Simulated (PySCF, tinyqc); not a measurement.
Worked calculation (part 1 of 2): CCD on RHF in the sto-6g basis, for H6, spin multiplicity 1. The lowest restricted solution is unstable here: a spin-polarised one lies 0.0503 hartree lower (PySCF). Computed by tinyqc, a small Python program that keeps every step (integrals from PySCF). Settings: charge = 0, multiplicity = 1, basis = sto-6g, method = RHF, energy threshold = 1e-10, iteration cap = 51, orthogonalisation = symmetric, start = atomic densities, DIIS depth = 6, amplitude equations = CCD, DIIS depth for amplitudes = 6, cap on updates = 66. Command: `OMP_NUM_THREADS=1 python tinyqc.py 31301 31302 out.jsonl` (the two numbers bound the seeds that draw the settings). One thread of a shared host (Intel(R) Xeon(R) Processor @ 2.60GHz), about 0.1 s of CPU time with the checks. The early iterations of the SCF are left out here.

## One-electron integrals

Geometry (angstrom):
```
atom         x         y         z
H     0.000000  0.000000  0.000000
H     0.000000  0.000000  1.153000
H     0.000000  0.000000  2.156000
H     0.000000  0.000000  3.309000
H     0.000000  0.000000  4.313000
H     0.000000  0.000000  5.466000
```

Basis sto-6g: exponents (1/bohr^2) and contraction coefficients of normalised primitives:
```
element  l (shell)   exponent  coefficient
H            s (1)  35.523221     0.009164
H            s (1)   6.513144     0.049361
H            s (1)   1.822143     0.168538
H            s (1)   0.625955     0.370563
H            s (1)   0.243077     0.416492
H            s (1)   0.100112     0.130334
```

Overlap, kinetic and nuclear-attraction integrals over the contracted functions; the nuclear repulsion is the sum of Za Zb / Rab.

nuclear repulsion = 4.24253572 hartree

overlap S, order 1H 1s, 2H 1s, 3H 1s, 4H 1s, 5H 1s, 6H 1s:
```
[[1.000000, 0.411568, 0.093111, 0.012321, 0.001720, 0.000137],
 [0.411568, 1.000000, 0.494974, 0.093111, 0.016220, 0.001720],
 [0.093111, 0.494974, 1.000000, 0.411568, 0.092959, 0.012299],
 [0.012321, 0.093111, 0.411568, 1.000000, 0.494388, 0.092959],
 [0.001720, 0.016220, 0.092959, 0.494388, 1.000000, 0.411568],
 [0.000137, 0.001720, 0.012299, 0.092959, 0.411568, 1.000000]]
```

kinetic energy T (hartree), order 1H 1s, 2H 1s, 3H 1s, 4H 1s, 5H 1s, 6H 1s:
```
[[0.768522, 0.065404, -0.012122, -0.003697, -0.000747, -0.000083],
 [0.065404, 0.768522, 0.110647, -0.012122, -0.004573, -0.000747],
 [-0.012122, 0.110647, 0.768522, 0.065404, -0.012121, -0.003692],
 [-0.003697, -0.012122, 0.065404, 0.768522, 0.110290, -0.012121],
 [-0.000747, -0.004573, -0.012121, 0.110290, 0.768522, 0.065404],
 [-0.000083, -0.000747, -0.003692, -0.012121, 0.065404, 0.768522]]
```

nuclear attraction V (hartree), order 1H 1s, 2H 1s, 3H 1s, 4H 1s, 5H 1s, 6H 1s:
```
[[-2.315681, -0.940290, -0.210157, -0.026945, -0.003659, -0.000280],
 [-0.940290, -2.737940, -1.281674, -0.223810, -0.037032, -0.003659],
 [-0.210157, -1.281674, -2.852927, -1.058164, -0.223406, -0.026891],
 [-0.026945, -0.223810, -1.058164, -2.852530, -1.279736, -0.209769],
 [-0.003659, -0.037032, -0.223406, -1.279736, -2.737381, -0.940170],
 [-0.000280, -0.003659, -0.026891, -0.209769, -0.940170, -2.315519]]
```

core Hamiltonian H = T + V (hartree), order 1H 1s, 2H 1s, 3H 1s, 4H 1s, 5H 1s, 6H 1s:
```
[[-1.547159, -0.874886, -0.222279, -0.030642, -0.004406, -0.000362],
 [-0.874886, -1.969418, -1.171028, -0.235932, -0.041605, -0.004406],
 [-0.222279, -1.171028, -2.084405, -0.992760, -0.235527, -0.030583],
 [-0.030642, -0.235932, -0.992760, -2.084008, -1.169446, -0.221890],
 [-0.004406, -0.041605, -0.235527, -1.169446, -1.968858, -0.874766],
 [-0.000362, -0.004406, -0.030583, -0.221890, -0.874766, -1.546997]]
```

## Two-electron integrals

Functions are numbered as in S; the eight-fold symmetry (ij|kl) = (ji|kl) = (kl|ij) leaves the list below.

Two-electron integrals (ij|kl) in chemists' order, unique and non-zero (hartree):
```
(11|11) 0.774999   (21|11) 0.244679   (21|21) 0.104371   (22|11) 0.431120
(22|21) 0.244679   (22|22) 0.774999   (31|11) 0.041540   (31|21) 0.019665
(31|22) 0.053400   (31|31) 0.004265   (32|11) 0.158178   (32|21) 0.090907
(32|22) 0.308081   (32|31) 0.023524   (32|32) 0.156690   (33|11) 0.244956
(33|21) 0.137722   (33|22) 0.477055   (33|31) 0.041540   (33|32) 0.308081
(33|33) 0.774999   (41|11) 0.004209   (41|21) 0.002053   (41|22) 0.005810
(41|31) 0.000483   (41|32) 0.002867   (41|33) 0.005810   (41|41) 0.000061
(42|11) 0.023014   (42|21) 0.012650   (42|22) 0.041540   (42|31) 0.003456
(42|32) 0.023524   (42|33) 0.053400   (42|41) 0.000483   (42|42) 0.004265
(43|11) 0.080389   (43|21) 0.042528   (43|22) 0.137722   (43|31) 0.012650
(43|32) 0.090907   (43|33) 0.244679   (43|41) 0.002053   (43|42) 0.019665
(43|43) 0.104371   (44|11) 0.159917   (44|21) 0.080389   (44|22) 0.244956
(44|31) 0.023014   (44|32) 0.158178   (44|33) 0.431120   (44|41) 0.004209
(44|42) 0.041540   (44|43) 0.244679   (44|44) 0.774999   (51|11) 0.000474
(51|21) 0.000238   (51|22) 0.000691   (51|31) 0.000058   (51|32) 0.000358
(51|33) 0.000759   (51|41) 0.000008   (51|42) 0.000065   (51|43) 0.000293
(51|44) 0.000670   (51|51) 1.06e-06   (52|11) 0.003362   (52|21) 0.001791
(52|22) 0.005718   (52|31) 0.000490   (52|32) 0.003302   (52|33) 0.007697
(52|41) 0.000072   (52|42) 0.000650   (52|43) 0.003167   (52|44) 0.007699
(52|51) 0.000010   (52|52) 0.000108   (53|11) 0.015560   (53|21) 0.007946
(53|22) 0.024675   (53|31) 0.002281   (53|32) 0.015773   (53|33) 0.041461
(53|41) 0.000380   (53|42) 0.003621   (53|43) 0.019629   (53|44) 0.053305
(53|51) 0.000058   (53|52) 0.000649   (53|53) 0.004250   (54|11) 0.068888
(54|21) 0.033668   (54|22) 0.099086   (54|31) 0.009260   (54|32) 0.061064
(54|33) 0.157950   (54|41) 0.001642   (54|42) 0.015780   (54|43) 0.090772
(54|44) 0.307622   (54|51) 0.000280   (54|52) 0.003298   (54|53) 0.023454
(54|54) 0.156280   (55|11) 0.122693   (55|21) 0.058568   (55|22) 0.167454
(55|31) 0.015582   (55|32) 0.099183   (55|33) 0.244844   (55|41) 0.002650
(55|42) 0.024708   (55|43) 0.137643   (55|44) 0.476730   (55|51) 0.000474
(55|52) 0.005718   (55|53) 0.041461   (55|54) 0.307622   (55|55) 0.774999
(61|11) 0.000029   (61|21) 0.000015   (61|22) 0.000045   (61|31) 3.89e-06
(61|32) 0.000025   (61|33) 0.000056   (61|41) 5.62e-07   (61|42) 4.87e-06
(61|43) 0.000023   (61|44) 0.000056   (61|51) 8.01e-08   (61|52) 8.20e-07
(61|53) 4.87e-06   (61|54) 0.000025   (61|55) 0.000045   (61|61) 6.35e-09
(62|11) 0.000296   (62|21) 0.000153   (62|22) 0.000474   (62|31) 0.000042
(62|32) 0.000280   (62|33) 0.000670   (62|41) 0.000006   (62|42) 0.000058
(62|43) 0.000293   (62|44) 0.000759   (62|51) 9.63e-07   (62|52) 0.000010
(62|53) 0.000065   (62|54) 0.000357   (62|55) 0.000691   (62|61) 8.01e-08
(62|62) 1.06e-06   (63|11) 0.001775   (63|21) 0.000881   (63|22) 0.002646
(63|31) 0.000245   (63|32) 0.001641   (63|33) 0.004201   (63|41) 0.000041
(63|42) 0.000380   (63|43) 0.002049   (63|44) 0.005798   (63|51) 0.000006
(63|52) 0.000072   (63|53) 0.000482   (63|54) 0.002858   (63|55) 0.005798
(63|61) 5.61e-07   (63|62) 0.000008   (63|63) 0.000061   (64|11) 0.011351
(64|21) 0.005427   (64|22) 0.015560   (64|31) 0.001449   (64|32) 0.009256
(64|33) 0.022972   (64|41) 0.000245   (64|42) 0.002281   (64|43) 0.012626
(64|44) 0.041461   (64|51) 0.000042   (64|52) 0.000490   (64|53) 0.003445
(64|54) 0.023454   (64|55) 0.053305   (64|61) 3.88e-06   (64|62) 0.000058
(64|63) 0.000482   (64|64) 0.004250   (65|11) 0.044667   (65|21) 0.020934
(65|22) 0.058568   (65|31) 0.005435   (65|32) 0.033702   (65|33) 0.080359
(65|41) 0.000882   (65|42) 0.007957   (65|43) 0.042508   (65|44) 0.137643
(65|51) 0.000153   (65|52) 0.001791   (65|53) 0.012626   (65|54) 0.090772
(65|55) 0.244679   (65|61) 0.000015   (65|62) 0.000238   (65|63) 0.002049
(65|64) 0.019629   (65|65) 0.104371   (66|11) 0.096813   (66|21) 0.044667
(66|22) 0.122693   (66|31) 0.011368   (66|32) 0.068960   (66|33) 0.159868
(66|41) 0.001778   (66|42) 0.015582   (66|43) 0.080359   (66|44) 0.244844
(66|51) 0.000296   (66|52) 0.003362   (66|53) 0.022972   (66|54) 0.157950
(66|55) 0.431120   (66|61) 0.000029   (66|62) 0.000474   (66|63) 0.004201
(66|64) 0.041461   (66|65) 0.244679   (66|66) 0.774999
```

## Orthogonalisation

S = U s U^T; symmetric (Loewdin) form X = U s^(-1/2) U^T, so that X^T S X = 1.

eigenvalues of S: [0.297799, 0.438824, 0.743071, 1.036183, 1.531204, 1.952918]

X, order 1H 1s, 2H 1s, 3H 1s, 4H 1s, 5H 1s, 6H 1s:
```
[[1.077789, -0.255491, 0.049337, -0.008840, 0.002309, -0.000427],
 [-0.255491, 1.210235, -0.338724, 0.055555, -0.012871, 0.002311],
 [0.049337, -0.338724, 1.216483, -0.283271, 0.055503, -0.008840],
 [-0.008840, 0.055555, -0.283271, 1.216097, -0.338165, 0.049278],
 [0.002309, -0.012871, 0.055503, -0.338165, 1.209839, -0.255430],
 [-0.000427, 0.002311, -0.008840, 0.049278, -0.255430, 1.077778]]
```

## Iteration 9 (converged): orbitals

converged F (hartree), order 1H 1s, 2H 1s, 3H 1s, 4H 1s, 5H 1s, 6H 1s:
```
[[-0.202673, -0.406988, -0.130567, 0.007831, 0.003003, -0.013061],
 [-0.406988, -0.321239, -0.415023, -0.126926, -0.019754, 0.002997],
 [-0.130567, -0.415023, -0.324377, -0.405075, -0.126725, 0.007816],
 [0.007831, -0.126926, -0.405075, -0.324057, -0.414485, -0.130371],
 [0.003003, -0.019754, -0.126725, -0.414485, -0.320913, -0.406998],
 [-0.013061, 0.002997, 0.007816, -0.130371, -0.406998, -0.202670]]
```

Diagonalise F' = X^T F X, C = X C', fill 3 alpha and 3 beta electrons from the bottom; D = 2 C_occ C_occ^T. Each column has its largest component positive (the first on a tie).

F' = X^T F X (hartree):
```
[[-0.036830, -0.406886, 0.057651, 0.018964, 0.004023, -0.015840],
 [-0.406886, 0.045430, -0.421754, 0.065203, -0.011837, 0.004025],
 [0.057651, -0.421754, 0.046457, -0.422942, 0.065159, 0.018902],
 [0.018964, 0.065203, -0.422942, 0.046241, -0.421128, 0.057603],
 [0.004023, -0.011837, 0.065159, -0.421128, 0.045220, -0.406876],
 [-0.015840, 0.004025, 0.018902, 0.057603, -0.406876, -0.036827]]
```

orbital energies (hartree): [-0.628116, -0.504304, -0.280283, 0.134693, 0.512624, 0.875077]

coefficients C, order 1H 1s, 2H 1s, 3H 1s, 4H 1s, 5H 1s, 6H 1s:
```
[[0.155888, -0.332782, 0.501944, 0.606009, -0.580229, 0.372178],
 [0.296376, -0.427344, 0.248481, -0.266551, 0.799058, -0.778581],
 [0.380429, -0.182439, -0.420454, -0.485839, -0.392739, 0.967121],
 [0.379907, 0.183136, -0.420747, 0.486141, -0.393820, -0.965795],
 [0.295455, 0.428124, 0.248308, 0.266440, 0.800192, 0.776546],
 [0.155412, 0.333390, 0.501641, -0.605676, -0.581127, -0.371302]]
```

D after iteration 9, order 1H 1s, 2H 1s, 3H 1s, 4H 1s, 5H 1s, 6H 1s:
```
[[0.773985, 0.626275, -0.182055, -0.425826, 0.056445, 0.330152],
 [0.626275, 0.664408, 0.172479, -0.140429, -0.067381, 0.056473],
 [-0.182055, 0.172479, 0.709585, 0.576042, -0.140218, -0.425234],
 [-0.425826, -0.140429, 0.576042, 0.709792, 0.172351, -0.181931],
 [0.056445, -0.067381, -0.140218, 0.172351, 0.664482, 0.626422],
 [0.330152, 0.056473, -0.425234, -0.181931, 0.626422, 0.773890]]
```

## Convergence

Stop when the energy changes by less than 1e-10 hartree and every element of the error matrix X^T (F D S - S D F) X is below 3e-06.

Course of the cycle:
```
iteration  E (hartree)     change  largest element of the error matrix
1          -2.31769322          -                             4.29e-02
2          -3.04365072  -7.26e-01                             3.50e-02
3          -3.04674542  -3.09e-03                             2.81e-02
4          -3.05030175  -3.56e-03                             1.19e-02
5          -3.05109385  -7.92e-04                             6.78e-04
6          -3.05109559  -1.74e-06                             3.59e-05
7          -3.05109559  -6.21e-09                             5.65e-06
8          -3.05109559  -1.69e-10                             5.14e-08
9          -3.05109559  -6.22e-15                             1.11e-08
```

PySCF RHF in the same basis = -3.05109559 hartree

Converged in 9 iterations.

## Integrals over molecular orbitals

(pq|rs) = sum C_ip C_jq C_kr C_ls (ij|kl), one index at a time.

one-electron integrals over orbitals h = C^T H C (hartree):
```
[[-2.171012, 0.000064, 0.138710, 0.000287, -0.053513, 0.000014],
 [0.000064, -1.956379, 0.000208, -0.211655, -0.000120, -0.031286],
 [0.138710, 0.000208, -1.753537, 0.000093, -0.170144, 0.000176],
 [0.000287, -0.211655, 0.000093, -1.621277, 0.000183, 0.142352],
 [-0.053513, -0.000120, -0.170144, 0.000183, -1.395979, 0.000037],
 [0.000014, -0.031286, 0.000176, 0.142352, 0.000037, -1.256901]]
```

Two-electron integrals over orbitals (pq|rs), unique and non-zero (hartree):
```
(11|11) 0.416395    (21|11) -0.000308   (21|21) 0.137879    (22|11) 0.342529
(22|21) 0.000306    (22|22) 0.361950    (31|11) -0.075492   (31|21) -0.000162
(31|22) 0.016533    (31|31) 0.091027    (32|11) -0.000273   (32|21) 0.086312
(32|22) 0.000262    (32|31) -0.000015   (32|32) 0.114228    (33|11) 0.335174
(33|21) -0.000039   (33|22) 0.328586    (33|31) -0.009971   (33|32) -0.000086
(33|33) 0.350987    (41|11) -0.000246   (41|21) 0.055499    (41|22) 0.000061
(41|31) 0.000052    (41|32) -0.021794   (41|33) 0.000039    (41|41) 0.075743
(42|11) 0.085021    (42|21) 0.000070    (42|22) 0.021639    (42|31) -0.062237
(42|32) -0.000107   (42|33) -0.007853   (42|41) -0.000016   (42|42) 0.090274
(43|11) 0.000139    (43|21) -0.091116   (43|22) -0.000239   (43|31) 0.000169
(43|32) -0.091179   (43|33) 0.000054    (43|41) -0.004950   (43|42) -0.000059
(43|43) 0.128928    (44|11) 0.342840    (44|21) -0.000041   (44|22) 0.334562
(44|31) -0.011810   (44|32) -0.000081   (44|33) 0.348056    (44|41) 0.000015
(44|42) 0.002643    (44|43) 0.000049    (44|44) 0.359168    (51|11) 0.002602
(51|21) -0.000097   (51|22) 0.038447    (51|31) 0.036071    (51|32) 0.000031
(51|33) -0.018312   (51|41) -0.000096   (51|42) 0.021683    (51|43) 0.000024
(51|44) -0.011024   (51|51) 0.060037    (52|11) -0.000103   (52|21) 0.052472
(52|22) 0.000193    (52|31) 0.000029    (52|32) 0.005028    (52|33) -0.000031
(52|41) 0.047509    (52|42) 0.000125    (52|43) 0.031465    (52|44) -0.000024
(52|51) 0.000077    (52|52) 0.085617    (53|11) 0.084837    (53|21) 0.000061
(53|22) 0.020824    (53|31) -0.063113   (53|32) -0.000098   (53|33) -0.000079
(53|41) -0.000023   (53|42) 0.083387    (53|43) -0.000065   (53|44) -0.002299
(53|51) 0.014837    (53|52) 0.000105    (53|53) 0.088960    (54|11) -0.000279
(54|21) 0.090613    (54|22) 0.000260    (54|31) -0.000026   (54|32) 0.109090
(54|33) -0.000089   (54|41) -0.012897   (54|42) -0.000086   (54|43) -0.092726
(54|44) -0.000084   (54|51) 0.000024    (54|52) 0.008003    (54|53) -0.000090
(54|54) 0.116378    (55|11) 0.358684    (55|21) 0.000253    (55|22) 0.370020
(55|31) 0.007889    (55|32) 0.000214    (55|33) 0.342905    (55|41) 0.000039
(55|42) 0.025567    (55|43) -0.000210   (55|44) 0.349813    (55|51) 0.035281
(55|52) 0.000171    (55|53) 0.026092    (55|54) 0.000223    (55|55) 0.394169
(61|11) 0.000041    (61|21) -0.001579   (61|22) -0.000057   (61|31) -0.000121
(61|32) 0.028668    (61|33) 0.000007    (61|41) -0.028963   (61|42) -0.000040
(61|43) 0.036319    (61|44) 0.000011    (61|51) -0.000109   (61|52) 0.039234
(61|53) -0.000036   (61|54) 0.026394    (61|55) -0.000057   (61|61) 0.071864
(62|11) 0.001861    (62|21) -0.000075   (62|22) 0.036857    (62|31) 0.035245
(62|32) 0.000040    (62|33) -0.013576   (62|41) -0.000076   (62|42) 0.016664
(62|43) 0.000034    (62|44) -0.015621   (62|51) 0.055496    (62|52) 0.000104
(62|53) 0.018735    (62|54) 0.000033    (62|55) 0.036655    (62|61) -0.000089
(62|62) 0.058000    (63|11) -0.000214   (63|21) 0.053932    (63|22) 0.000070
(63|31) 0.000030    (63|32) -0.016281   (63|33) 0.000031    (63|41) 0.069967
(63|42) 0.000008    (63|43) -0.005191   (63|44) 0.000031    (63|51) -0.000085
(63|52) 0.047376    (63|53) -0.000009   (63|54) -0.017001   (63|55) 0.000052
(63|61) -0.027104   (63|62) -0.000079   (63|63) 0.073992    (64|11) -0.078555
(64|21) -0.000135   (64|22) 0.010660    (64|31) 0.088917    (64|32) 0.000014
(64|33) -0.012027   (64|41) 0.000049    (64|42) -0.064402   (64|43) 0.000151
(64|44) -0.013892   (64|51) 0.034194    (64|52) 0.000030    (64|53) -0.066052
(64|54) -2.30e-06   (64|55) 0.010406    (64|61) -0.000114   (64|62) 0.035386
(64|63) 0.000035    (64|64) 0.097167    (65|11) -0.000318   (65|21) 0.141236
(65|22) 0.000330    (65|31) -0.000153   (65|32) 0.092387    (65|33) -0.000038
(65|41) 0.055017    (65|42) 0.000064    (65|43) -0.097529   (65|44) -0.000036
(65|51) -0.000090   (65|52) 0.054159    (65|53) 0.000057    (65|54) 0.097874
(65|55) 0.000291    (65|61) -0.001202   (65|62) -0.000072   (65|63) 0.058171
(65|64) -0.000139   (65|65) 0.158524    (66|11) 0.441842    (66|21) -0.000265
(66|22) 0.365927    (66|31) -0.079760   (66|32) -0.000261   (66|33) 0.360148
(66|41) -0.000230   (66|42) 0.091109    (66|43) 0.000113    (66|44) 0.369899
(66|51) 0.002979    (66|52) -0.000083   (66|53) 0.093820    (66|54) -0.000268
(66|55) 0.392193    (66|61) 0.000041    (66|62) 0.002834    (66|63) -0.000211
(66|64) -0.088255   (66|65) -0.000295   (66|66) 0.493260
```

## CCD: starting amplitudes

t_ij^ab = <ij||ab> / (e_i + e_j - e_a - e_b), whose energy is MP2.

Starting amplitudes (spin orbitals 1a, 1b, ...; amplitudes related by a flip of all spins are not repeated; the 24 largest):
```
from      to          t
3a 3b  4a 4b  -0.155343
2a 2b  4a 4b  -0.070637
2a 3b  4a 5b  -0.058235
3a 3b  5a 5b  -0.056098
1a 1b  4a 4b  -0.049648
2a 2b  5a 5b  -0.042096
1a 3b  4a 6b  -0.036476
2a 3a  4a 5a  -0.036261
3a 3b  6a 6b  -0.032021
1a 2b  4a 5b  -0.026694
1a 1b  5a 5b  -0.026315
1a 1b  6a 6b  -0.023904
1a 2b  5a 6b  -0.022021
2a 3b  4b 5a   0.021974
2a 3b  5a 6b  -0.021809
2a 2b  6a 6b  -0.021024
1a 3b  4b 6a   0.018934
1a 3a  4a 6a  -0.017542
1a 2b  5b 6a   0.015568
1a 2a  4a 5a  -0.014511
2a 3a  5a 6a  -0.013185
1a 1b  4a 6b   0.012782
1a 2b  4b 5a   0.012183
1a 3b  6a 6b   0.010195
```

correlation energy = -0.08087339 hartree

## CCD: amplitude update 1

t_ij^ab D_ij^ab are set to the remaining terms of the spin-orbital equations, evaluated with the old amplitudes; for the doubles these are <ij||ab> + 1/2 <ab||ef> t_ij^ef + 1/2 <mn||ij> t_mn^ab + P(ij)P(ab) <mb||ej> t_im^ae + terms in t^2, D the orbital-energy denominators.

Amplitudes after update 1 (spin orbitals 1a, 1b, ...; amplitudes related by a flip of all spins are not repeated; the 24 largest):
```
from      to          t
3a 3b  4a 4b  -0.231174
2a 3b  4a 5b  -0.089608
2a 2b  4a 4b  -0.075283
1a 3b  4a 6b  -0.059150
2a 2b  5a 5b  -0.058127
3a 3b  5a 5b  -0.056737
1a 1b  4a 4b  -0.048839
2a 3b  4b 5a   0.047381
2a 3a  4a 5a  -0.042227
1a 3b  4b 6a   0.034428
1a 2b  4a 5b  -0.033924
1a 1b  6a 6b  -0.032003
1a 2b  5a 6b  -0.031829
1a 1b  5a 5b  -0.030968
3a 3b  6a 6b  -0.028392
2a 3b  5a 6b  -0.026016
1a 3a  4a 6a  -0.024722
2a 2b  6a 6b  -0.023235
1a 2b  5b 6a   0.022972
1a 2b  4b 5a   0.017635
1a 1b  4a 6b   0.017410
2a 2b  4a 6b  -0.016924
1a 2a  4a 5a  -0.016290
1a 3b  5a 5b  -0.015923
```

correlation energy = -0.10969877 hartree

## CCD: amplitude update 2

As before.

Amplitudes after update 2 (spin orbitals 1a, 1b, ...; amplitudes related by a flip of all spins are not repeated; the 24 largest):
```
from      to          t
3a 3b  4a 4b  -0.279131
2a 3b  4a 5b  -0.104327
2a 2b  4a 4b  -0.074823
1a 3b  4a 6b  -0.069801
2a 2b  5a 5b  -0.068954
2a 3b  4b 5a   0.058024
3a 3b  5a 5b  -0.055210
2a 3a  4a 5a  -0.046303
1a 1b  4a 4b  -0.046012
1a 3b  4b 6a   0.040577
1a 1b  6a 6b  -0.037582
1a 2b  5a 6b  -0.036598
1a 2b  4a 5b  -0.034338
1a 1b  5a 5b  -0.033686
1a 3a  4a 6a  -0.029223
1a 2b  5b 6a   0.026245
3a 3b  6a 6b  -0.025993
2a 3b  5a 6b  -0.025794
2a 2b  6a 6b  -0.024677
2a 2b  4a 6b  -0.020458
1a 3b  5a 5b  -0.019269
1a 1b  4a 6b   0.017958
1a 2b  4b 5a   0.017587
1a 2a  4a 5a  -0.016751
```

correlation energy = -0.12379625 hartree
